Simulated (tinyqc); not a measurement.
Donors with valley-orbit split 1s states, step by step. Values are carried at full precision from step to step, so a last printed digit may differ when a step is redone from the rounded ones.

Each donor binds at most one electron, in any of its states. For a site s, W_s = sum over its states of g exp(E/kT), and the ionised share is 1/(1 + W_s exp(eta)), eta = (EF - Ec)/kT; n = Nc F_1/2(eta); neutrality n + NA = ND x (mean ionised share); holes are neglected. Nc from N = 2 (m kB T/(4 pi c))^(3/2) with c = hbar^2/2m0, in 1/angstrom^3; times 1e24 for 1/cm^3, m = md. F_j(eta) = (1/Gamma(j + 1)) integral_0^infinity x^j dx/(1 + exp(x - eta)), which tends to exp(eta) for eta << 0.

Constants: hbar^2/2m0 = 3.80998211 eV angstrom^2; kB = 8.617333262e-05 eV/K.

Inputs chosen for the exercise (near those of As in Si; the results hold for these values, not for the real material):
```
symbol  value               unit        meaning
md      1.067               m0          density-of-states mass of the conduction band
E       (55.1, 33.8, 32.2)  meV         binding energies of 1s(A1), 1s(T2), 1s(E)
g       (2, 6, 4)                       their degeneracies with spin
T       500                 K
ND      2.9e+15             1/cm^3      donors
NA      0                   1/cm^3      compensating acceptors, all ionised
mu0     59                  cm^2/(V s)  mobility at heavy doping
mu1     1393                cm^2/(V s)  mobility at light doping and 300 K
Nr      1e+17               1/cm^3      reference doping
de      0.72                            doping exponent
ga      2.3                             temperature exponent
```

## Partition sums of the neutral donor

Give each term g exp(E/kT), W_s, and the effective degeneracy W_s exp(-E_ground/kT).

Nc = 5.9510e+19 1/cm^3

terms: 1s(A1) 7.185, 1s(T2) 13.15, 1s(E) 8.445

W_s: donor 28.778

effective degeneracy: donor 8.011

The ground state alone would give 2 and all states together 12; here the excited states hold 75 % of the bound electrons.

## Neutrality

Solve for eta.

eta = -9.931
n = 2.90e+15 1/cm^3

ionised share: donor 0.999

n is 0.999 of ND - NA.

## Mobility and resistivity

Mobility (Caughey-Thomas form): mu = mu0 + (mu1 (T/300)^(-ga) - mu0)/(1 + ((ND + NA)/Nr)^de); rho = 1/(e n mu), e = 1.602176634e-19 C.

Compare with full ionisation, n = ND - NA.

mu = 403.3 cm^2/(V s)
rho = 5.34 ohm cm
rho at full ionisation = 5.34 ohm cm

Incomplete ionisation raises rho by a factor 1.

## Checks

- n at ND = 1e13 1/cm^3 against the root of n^2 = (Nc/W)(ND - n) (1/cm^3): both 1.000e+13.

Computed by tinyqc, a small Python program: `OMP_NUM_THREADS=1 python tinyqc.py 1682770 1682771 out.jsonl` (the numbers bound the seed that draws the inputs); one thread of a shared host (Intel(R) Xeon(R) Processor @ 2.30GHz), about 0.01 s for the whole set of steps.
